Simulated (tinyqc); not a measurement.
Hexagonal on-chip spiral inductor, lumped pi model: two steps of the calculation.

Outer diameter do = di + 2 n wd + 2 (n - 1) sp, mean da = (do + di)/2, fill p = (do - di)/(do + di), length l = 3.464 n da. L = 2.33 mu0 n^2 da/(1 + 3.82 p), mu0 = 4 pi 1e-7 H/m. Rs = rho l/(wd delta (1 - exp(-th/delta))), delta = sqrt(rho/(pi f mu0)). Cs = n wd^2 eps0 eo/hu across the coil. At each end Cox = l wd eps0 eo/(2 ho) leads to the substrate branch Rsi = 2 rs he/(l wd) in parallel with Csi = l wd eps0 11.7/(2 he). With one end grounded Y = 1/(Rs + i w L) + i w Cs + 1/[1/(i w Cox) + 1/(1/Rsi + i w Csi)], w = 2 pi f; Q = -Im Y/Re Y. Eddy currents in neighbouring turns and in the substrate are left out.

Inputs (values chosen for the exercise); values of the order met in silicon radio-frequency processes:

| symbol | value | unit | meaning |
|---|---|---|---|
| n | 5.5 |  | number of turns |
| wd | 8 | um | line width |
| sp | 2 | um | space between turns |
| di | 40 | um | inner diameter |
| th | 0.9 | um | metal thickness |
| rho | 1.9 | uohm cm | metal resistivity |
| ho | 4.8 | um | oxide below the coil |
| hu | 1.5 | um | oxide between coil and underpass |
| eo | 3.9 |  | relative permittivity of the oxide |
| rs | 10 | ohm cm | substrate resistivity |
| he | 50 | um | effective spreading depth in the substrate |
| f | 0.9 | GHz | frequency |

Constants: eps0 = 8.8541878128e-12 F/m. Results are converted to the units shown.

Question 1. Geometry and model elements. do, l, L, delta, Rs, Cs, Cox, Rsi and Csi as defined.

Give: do; l; L; delta; Rs; Cs; Cox; Rsi; Csi.

Answer 1.

do = 146.00 um
l = 1771.8 um
L = 2.5927 nH
delta = 2.3125 um
Rs = 5.6444 ohm
Cs = 8.1034 fF
Cox = 50.987 fF
Rsi = 705.48 ohm
Csi = 14.684 fF

Question 2. Admittance, quality factor and apparent inductance. Series branch 1/(Rs + i w L), substrate branch, total Y, Q = -Im Y/Re Y, apparent inductance Im(1/Y)/w, metal-only value w L/Rs, share of the loss in the substrate Re(substrate branch)/Re Y.

L = 2.5927364 nH
Rs = 5.6444240 ohm
Cs = 8.1033527 fF
Cox = 50.986548 fF
Rsi = 705.48290 ohm
Csi = 14.684126 fF

Give: series branch; substrate branch; Y; Q; apparent inductance; w L/Rs; share of the loss in the substrate.

Answer 2.

series branch = 22.87-59.40i mS
substrate branch = 0.0549+0.2739i mS
Y = 22.92-59.08i mS
Q = 2.577
apparent inductance = 2.601 nH
w L/Rs = 2.598
share of the loss in the substrate = 0.2394 %

Q is 99.2 % of the metal-only value.

tinyqc, about 0.01 s, one thread, Intel Xeon 2.30GHz (shared host): `OMP_NUM_THREADS=1 python tinyqc.py 2302093 2302094 out.jsonl`
